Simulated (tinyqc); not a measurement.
Lattice vibrations of a chain, step by step. One step of it, computed by the program tinyqc.

Problem. Frequencies. omega^2 are the eigenvalues; wavenumber = 521.4708 sqrt(eigenvalue) 1/cm.

D(q) (eV/(angstrom^2 u)):
```
                     1          2                    3
1             0.457597  -0.973434  -0.345345+0.544176i
2            -0.973434   5.192308            -2.380588
3  -0.345345-0.544176i  -2.380588             5.416667
```

Give: eigenvalues; wavenumbers; weights |e|^2 of the mass-weighted modes.

Solution.

eigenvalues: 0.0547  3.2770  7.7349

wavenumbers (1/cm): 122.0  944.0  1450.3

weights |e|^2 of the mass-weighted modes:
```
        mode 1  mode 2  mode 3
atom 1  0.8841  0.1092  0.0066
atom 2  0.0705  0.4489  0.4806
atom 3  0.0454  0.4419  0.5128
```
